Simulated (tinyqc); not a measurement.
Millisecond and nanosecond annealing: surface heating, thermal budget and solid-phase regrowth: one step, computed by the program tinyqc. Command: `OMP_NUM_THREADS=1 python tinyqc.py 3000612 3000613 out.jsonl flash walk`. One thread of a shared host (Intel(R) Xeon(R) Processor @ 2.30GHz), about 0.02 s of CPU time with the checks.

A square pulse heats the surface of a thick wafer with constant thermal properties; losses by radiation are neglected and silicon melts at 1414 C.

Question. Temperature in depth and time. Absorbed flux q = (1 - R) fluence/t_p; kappa = k/c. With f(z, t) = (2 q/k) sqrt(kappa t) ierfc(z/(2 sqrt(kappa t))), ierfc(x) = exp(-x^2)/sqrt(pi) - x erfc(x): T = T0 + f(z, t) during the pulse and T0 + f(z, t) - f(z, t - t_p) after it.

Inputs (values chosen for the exercise, modelled on hot silicon with boron):

| quantity | value | unit |
|---|---|---|
| incident fluence | 57.5 | J/cm^2 |
| pulse length t_p | 0.0052 | s |
| reflectance R | 0.59 | - |
| thermal conductivity k | 0.22 | W/(cm K) |
| heat capacity per volume c | 2.26 | J/(cm^3 K) |
| preheat temperature T0 | 600 | C |
| wafer thickness d | 775 | um |

Source: flash lamp.

thermal length sqrt(kappa t_p) = 224.9877 um

Give: Temperature (C).

Answer.

Temperature (C):

| t/t_p | surface | z = 0.5 thermal lengths | z = 1 | z = 2 |
|---|---|---|---|---|
| 0.10 | 765 | 627.5 | 601.8 | 600.0 |
| 0.25 | 862 | 692.6 | 623.3 | 600.5 |
| 0.50 | 970 | 783.4 | 677.3 | 607.9 |
| 0.75 | 1053 | 858.5 | 732.6 | 624.4 |
| 1.00 | 1123 | 923.7 | 785.1 | 646.6 |
| 1.10 | 983 | 920.3 | 803.4 | 656.4 |
| 1.50 | 871 | 852.0 | 803.8 | 690.9 |
| 2.00 | 817 | 807.3 | 781.7 | 707.9 |
| 4.00 | 740 | 737.7 | 730.4 | 705.1 |
| 10.00 | 685 | 684.3 | 682.7 | 676.4 |

One tenth of a pulse length after the end the surface has lost 140 C: cooling starts as sqrt(t - t_p), much faster than heating ends. Caution: heat reaches the back of the wafer, which is no longer thick.
